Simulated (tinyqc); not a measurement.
Gain for each load and current direction: deformation-potential model of the X valleys of a conduction band.

Valleys with axes along x, y and z, one whole valley each. Herring-Vogt shift of a valley with unit axis a: dE = Xd tr(e) + Xu a.e.a. Non-degenerate shares n_i = exp(-dE_i/kT)/sum_j exp(-dE_j/kT). Inverse mass tensor of a valley: (1 - a a)/mt + a a/ml; the masses are taken as independent of strain.

s11 = (C11 + C12)/((C11 - C12)(C11 + 2 C12)), s12 = -C12/((C11 - C12)(C11 + 2 C12)), s44 = 1/C44; exx = s11 sxx + s12 (syy + szz) and cyclic, exy = s44 sxy/2; tension is positive. A uniaxial stress X along the unit vector n is s_ij = X n_i n_j.

Constants: kB = 8.617333262e-05 eV/K.

Parameters, chosen for this exercise (near those of GaP; shifted at random, so the results belong to these values and not to a real crystal):
- ml = 1.94 m0 (longitudinal mass)
- mt = 0.258 m0 (transverse mass)
- Xd = 1.56 eV (dilation potential)
- Xu = 6.54 eV (uniaxial potential)
- C11 = 143.9 GPa
- C12 = 63.7 GPa
- C44 = 70.5 GPa
- X1 = 1.3 GPa (size of the stress)
- T = 200 K (temperature)

Each load has the size X1. Gain m_c(0)/m_c - 1 in per cent from repopulation alone, m_c = 1/(u.M.u), M = sum_i n_i (inverse mass tensor); biaxial means sxx = syy.

Gain (%); + is tension, - compression:

| load | [100] | [010] | [001] | [110] | [1-10] | [111] |
|---|---|---|---|---|---|---|
| uniaxial [110] (+) | 35.5 | 35.5 | -71.0 | 35.5 | 35.5 | 0.0 |
| uniaxial [110] (-) | -18.9 | -18.9 | 37.9 | -18.9 | -18.9 | 0.0 |
| uniaxial [100] (+) | 40.5 | -20.3 | -20.3 | 10.1 | 10.1 | 0.0 |
| uniaxial [100] (-) | -80.8 | 40.4 | 40.4 | -20.2 | -20.2 | 0.0 |
| uniaxial [111] (+) | 0.0 | 0.0 | 0.0 | 0.0 | 0.0 | 0.0 |
| uniaxial [111] (-) | 0.0 | 0.0 | 0.0 | 0.0 | 0.0 | 0.0 |
| biaxial (001) (+) | 40.4 | 40.4 | -80.8 | 40.4 | 40.4 | 0.0 |
| biaxial (001) (-) | -20.3 | -20.3 | 40.5 | -20.3 | -20.3 | 0.0 |

What can be read from this table?

The largest gain is +40.5 %, for uniaxial [100] (+) with the current along [100] and biaxial (001) (-) with the current along [001]; for a [110] channel it is +40.4 %, under biaxial (001) (+). No gain or loss appears under uniaxial [111]: the valleys stay equivalent (in real silicon shear also changes the masses, which this model leaves out).

Run: tinyqc, `OMP_NUM_THREADS=1 python tinyqc.py 1080408 1080409 out.jsonl`; Intel(R) Xeon(R) Processor @ 2.30GHz, one thread, shared host; about 0.01 s of CPU time with all checks.
